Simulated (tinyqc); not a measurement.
Deep-level transient spectroscopy: one step of the calculation.

Schottky contact on an n-type layer with shallow donors Nd (all ionised) and a donor-like deep trap, neutral when filled and positive when empty; depletion approximation. Traps within lam of the depletion edge stay filled. A long pulse to Vp fills the traps beyond x1 = Wp - lam; back at Vr those between x1 and x2 = Wr - lam emit. A rate window reads S = C(t2) - C(t1).

Task. Emission rate and rate window. Emission rate en = sn vth(T) Nc(T) exp(-Et/kB T) = sn g T^2 exp(-Et/kB T), g = vth Nc/(300 K)^2, as vth goes as T^0.5 and Nc as T^1.5 (degeneracy factor 1). For an exponential transient S peaks where en = ew = ln(t2/t1)/(t2 - t1).

Values chosen for this exercise; material values close to those of silicon:
```
symbol,value,unit,meaning
Nc,2.78e19,cm^-3,conduction-band density of states at 300 K
vth,2.2e7,cm/s,thermal velocity at 300 K
Et,0.18,eV,depth of the trap below the conduction edge
sn,1.3e-17,cm^2,capture cross-section
t1,0.2,ms,first sampling time
t2,0.5,ms,second sampling time
T,165,K,temperature of the transient
```

Constants: q = 1.602176634e-19 C, kB = 1.380649e-23 J/K. Results are converted to the units shown.

Wanted: g; en; 1/en; ew.

Result.

g = 6.7956e21 cm^-2 s^-1 K^-2
en = 7641.8 1/s
1/en = 0.13086 ms
ew = 3054.3 1/s

Computed by the program tinyqc: `OMP_NUM_THREADS=1 python tinyqc.py 2050005 2050006 out.jsonl`, one thread of a shared Intel Xeon 2.30GHz, about 0.01 s for the whole run.
